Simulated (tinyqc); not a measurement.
# n-type polysilicon, carrier trapping at grain boundaries: effects of single changes

One-dimensional grains of size Lg, uniform ionised doping N, monovalent traps Qt at each boundary at a depth Et below (for electrons) or above (for holes) the band edge there, abrupt depletion of width W on each side of a boundary, Boltzmann statistics. xi is the distance from the band edge at the grain centre to the Fermi level. Trapped charge Qt/(1 + exp((xi + VB - Et)/Vt)) = 2 N W, barrier VB = q N W^2/(2 eps0 eps_r).

Inputs (values chosen for the exercise); values of the order met in polycrystalline silicon:

| symbol | value | unit | meaning |
|---|---|---|---|
| T | 400 | K | temperature |
| eps_r | 11.7 |  | relative permittivity |
| NB | 4.31e19 | cm^-3 | conduction-band density of states at T |
| Lg | 66 | nm | grain size |
| Qt | 5.6e11 | cm^-2 | trap density of a grain boundary |
| Et | 0.47 | eV | depth of the trap level from the majority band edge at the boundary |
| ms | 0.35 | m0 | mass for thermionic emission |
| fe | 0.5 |  | correction factor of the emission rate |
| mug | 110 | cm^2/(V s) | mobility inside the grains |
| N | 3.1e17 | cm^-3 | doping |

Constants: q = 1.602176634e-19 C, kB = 1.380649e-23 J/K, m0 = 9.1093837015e-31 kg, Vt = kB T/q, eps0 = 8.8541878128e-14 F/cm where lengths are in cm. Results are converted to the units shown.

Each table varies one quantity; the others keep the values above.

## Effect of the doping

If the trap equation with xi = Vt ln(NB/N) has a root W < Lg/2, the grain is partly depleted; otherwise W = Lg/2 and the trap equation gives xi = Et - VB + Vt ln(Qt/(N Lg) - 1). N* = Qt/Lg. n0 = NB exp(-xi/Vt); mean density n0 (1 - 2 W/Lg) by charge balance in a partly depleted grain, and n0 (sqrt(pi)/2) erf(u)/u with u = sqrt(VB/Vt) in a fully depleted one; v = sqrt(kB T/(2 pi ms m0)); barrier resistivity Vt exp(VB/Vt)/(q fe n0 v Lg); grain resistivity (1 - 2 W/Lg)/(q n0 mug); effective mobility 1/(q mean density total resistivity). Rows with xi above 0.45 V, towards mid-gap, are left out, since the other carrier type is ignored.

Effect of the doping:
```
N (cm^-3)	N/N*	depleted share 2 W/Lg	VB (V)	xi (V)	mean density (cm^-3)	resistivity (ohm cm)	effective mobility (cm^2/(V s))
3.9e16	0.4596	1.000	0.03284	0.4427	8.605e13	282.8	256.5
8.3e16	0.9782	1.000	0.06990	0.2690	1.047e16	5.358	111.2
1.7e17	2.004	0.4987	0.03560	0.1908	8.522e16	0.3725	196.6
3.7e17	4.361	0.2293	0.01638	0.1640	2.852e17	0.1722	127.1
7.7e17	9.075	0.1102	0.007872	0.1387	6.852e17	0.08583	106.1
1.6e18	18.86	0.05303	0.003789	0.1135	1.515e18	0.04224	97.51
3.4e18	40.07	0.02496	0.001783	0.08754	3.315e18	0.02012	93.58
```

As N goes from 3.9e16 to 3.4e18, VB goes from 0.0328 through a maximum of 0.0699 (at N = 8.3e16 among the rows listed) to 0.00178 V, the resistivity falls from 283 to 0.0201 ohm cm and the effective mobility moves up and down between 93.6 and 256 cm^2/(V s). The steepest fall of the resistivity among the rows, as N^(-5.3), lies between N = 3.9e16 and 8.3e16 cm^-3; N* = 8.48e16 cm^-3. While the grain is fully depleted VB grows as N; once the traps are full it falls as 1/N. For N = 3.9e16, 3.7e17, 7.7e17, 1.6e18, 3.4e18 VB is below Vt, where abrupt depletion and thermionic emission are rough. For N = 8.3e16, 1.7e17 the grain is near the changeover between partial and full depletion, within a few Debye lengths, where both limits are rough. For N = 3.9e16, 8.3e16, 1.7e17, 3.7e17 the effective mobility exceeds mug, since drift through the depleted part of the grain is left out.

## Effect of the trap density of a grain boundary

Same model as above.

N* = Qt/Lg.

Result of one run:
```
Qt (cm^-2)	N/N*	depleted share 2 W/Lg	VB (V)	xi (V)	mean density (cm^-3)	resistivity (ohm cm)	effective mobility (cm^2/(V s))
8e12	0.2557	1.000	0.2611	0.2458	1.111e16	700.1	0.8022
```

What becomes of these results when the trap density of a grain boundary Qt is changed from 8e12 to 1.6e12 cm^-2, all else the same?

Result of the changed run:
```
Qt (cm^-2)	N/N*	depleted share 2 W/Lg	VB (V)	xi (V)	mean density (cm^-3)	resistivity (ohm cm)	effective mobility (cm^2/(V s))
1.6e12	1.279	0.7705	0.1550	0.1701	7.114e16	3.634	24.14
```

The whole series:
```
Qt (cm^-2)	N/N*	depleted share 2 W/Lg	VB (V)	xi (V)	mean density (cm^-3)	resistivity (ohm cm)	effective mobility (cm^2/(V s))
2e11	10.23	0.09773	0.002494	0.1701	2.797e17	0.2082	107.2
3.4e11	6.018	0.1661	0.007206	0.1701	2.585e17	0.2020	119.5
5.7e11	3.589	0.2785	0.02025	0.1701	2.237e17	0.2041	136.7
9.7e11	2.109	0.4737	0.05857	0.1701	1.632e17	0.3154	121.3
1.6e12	1.279	0.7705	0.1550	0.1701	7.114e16	3.634	24.14
2.8e12	0.7307	1.000	0.2611	0.1745	8.776e16	88.66	0.8022
4.7e12	0.4353	1.000	0.2611	0.2179	2.493e16	312.1	0.8022
8e12	0.2557	1.000	0.2611	0.2458	1.111e16	700.1	0.8022
```

As Qt goes from 2e11 to 8e12, VB rises from 0.00249 to 0.261 V, the resistivity goes from 0.208 through a minimum of 0.202 (at Qt = 3.4e11 among the rows listed) to 700 ohm cm and the effective mobility goes from 107 through a maximum of 137 (at Qt = 5.7e11 among the rows listed) to 0.802 cm^2/(V s). For Qt = 2e11, 3.4e11, 5.7e11 VB is below Vt, where abrupt depletion and thermionic emission are rough. For Qt = 1.6e12, 2.8e12, 4.7e12, 8e12 the grain is near the changeover between partial and full depletion, within a few Debye lengths, where both limits are rough. For Qt = 3.4e11, 5.7e11, 9.7e11 the effective mobility exceeds mug, since drift through the depleted part of the grain is left out.

Computed by the program tinyqc: `OMP_NUM_THREADS=1 python tinyqc.py 2830243 2830244 out.jsonl`, one thread of a shared Intel Xeon 2.30GHz, about 0.01 s for the whole run.
